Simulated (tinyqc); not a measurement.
Transfer between valleys with doping: electrons shared among three sets of ellipsoidal valleys.

F_j(eta) = (1/Gamma(j + 1)) integral_0^infinity x^j dx/(1 + exp(x - eta)), which tends to exp(eta) for eta << 0.

Sets X, L, Gamma: N_i = M_i times N = 2 (m kB T/(4 pi c))^(3/2) with c = hbar^2/2m0, in 1/angstrom^3; times 1e24 for 1/cm^3, m = (ml mt^2)^(1/3); n = sum_i N_i F_1/2((EF - dE_i)/kT), energies from the edge of the first set; mu_drift = sum of share times mobility.

Constants: hbar^2/2m0 = 3.80998211 eV angstrom^2; kB = 8.617333262e-05 eV/K.

Inputs chosen for the exercise (masses and offsets near those of GaP; mobilities are free inputs, held fixed; shifted at random, so the results belong to these values and not to a real crystal): dE = (0, 0.455, 0.553) eV (edges of X, L, Gamma above the first); M = (3, 4, 1) (valleys in each set); ml = (1.919, 1.168, 0.134) m0 (longitudinal masses of X, L, Gamma); mt = (0.2626, 0.147, 0.134) m0 (transverse masses); mu = (200, 430, 1800) cm^2/(V s) (mobility of each set); T = 300 K.

Parabolic valleys; band tails and gap narrowing are left out.

Populations:

| n (1/cm^3) | EF (eV) | share X | share L | share Gamma | mu_drift |
|---|---|---|---|---|---|
| 1.0e+16 | -0.2046 | 1.0000 | 0.0000 | 0.0000 | 200 |
| 1.0e+17 | -0.1451 | 1.0000 | 0.0000 | 0.0000 | 200 |
| 1.0e+18 | -0.0852 | 1.0000 | 0.0000 | 0.0000 | 200 |
| 3.0e+18 | -0.0562 | 1.0000 | 0.0000 | 0.0000 | 200 |
| 1.0e+19 | -0.0227 | 1.0000 | 0.0000 | 0.0000 | 200 |
| 3.0e+19 | 0.0122 | 1.0000 | 0.0000 | 0.0000 | 200 |
| 1.0e+20 | 0.0653 | 1.0000 | 0.0000 | 0.0000 | 200 |

How do the results move, and what explains it?

The share of X stays near 1.000, so the mean mobility hardly moves. X holds more than L throughout. The share of Gamma is at most 7.9e-11.

(tinyqc, `OMP_NUM_THREADS=1 python tinyqc.py 1681911 1681912 out.jsonl`, Intel(R) Xeon(R) Processor @ 2.30GHz, 1 thread, shared host, about 0.01 s.)
